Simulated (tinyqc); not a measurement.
# Chip with leakage that grows with temperature, electro-thermal loop and runaway: effects of single changes

One temperature T for the device, T = T0 + Rth P(T), with P(T) = Pd + Pl (T/300 K)^2 exp[(q Ea/kB)(1/(300 K) - 1/T)]. The loop gain is Rth dP/dT; a solution is thermally stable when it is below one.

Values chosen for this exercise: ambient temperature T0 = 300 K; temperature-independent switching power Pd = 1.9 W; leakage power at 300 K Pl = 0.0158 W; activation energy of the leakage Ea = 0.7 eV; thermal resistance Rth = 15 K/W.

Constants: q = 1.602176634e-19 C, kB = 1.380649e-23 J/K. Results are converted to the units shown.

Each table varies one quantity; the others keep the values above.

## Effect of the leakage power at 300 K

P'(T) = (P - Pd)(2/T + q Ea/(kB T^2)), G = Rth P'. T is the lowest solution and Tu the next, unstable one.

Results:
```
Pl (W)  T (K)  P (W)        G  Tu (K)
0.0013  328.7  1.917  0.02031   421.1
0.002   328.9  1.926  0.03158   410.4
0.0043  329.4  1.958  0.07039   392.1
0.0065  329.9  1.991   0.1105   382.3
0.0096  330.7  2.044   0.1730   373.0
0.014   332.0  2.133   0.2787   363.5
0.021   335.3  2.354   0.5330   351.7
```

Estimate the missing row, Pl = 0.0029 W.

Computed row:
```
Pl (W)  T (K)  P (W)        G  Tu (K)
0.0029  329.1  1.938  0.04642   401.4
```

With this row back in the table: As Pl goes from 0.0013 to 0.021 W, T rises from 328.7 to 335.3 K, the power rises from 1.92 to 2.35 W and the loop gain rises from 0.0203 to 0.533. The gap between the stable and unstable solutions goes from 92.4 to 16.4 K. At Pl = 0.032 W no solution is left within 900 K of T0: thermal runaway.

## Effect of the ambient temperature

Same model as above.

Effect of the ambient temperature:
```
T0 (K)  T (K)  P (W)         G  Tu (K)
240     268.5  1.901  9.524e-4   379.6
252     280.5  1.902  0.003493   377.4
264     292.6  1.908   0.01158   374.8
276     304.9  1.925   0.03546   371.6
288     317.7  1.980    0.1043   367.3
300     332.7  2.177    0.3303   360.3
```

Read the table: what changes, and by how much?

As T0 goes from 240 to 300 K, T rises from 268.5 to 332.7 K, the power rises from 1.90 to 2.18 W and the loop gain rises from 9.52e-4 to 0.330. The gap between the stable and unstable solutions goes from 111 to 27.7 K. At T0 = 312 K no solution is left within 900 K of T0: thermal runaway.

Computed by the program tinyqc: `OMP_NUM_THREADS=1 python tinyqc.py 2520009 2520010 out.jsonl`, one thread of a shared Intel Xeon 2.30GHz, about 0.01 s for the whole run.
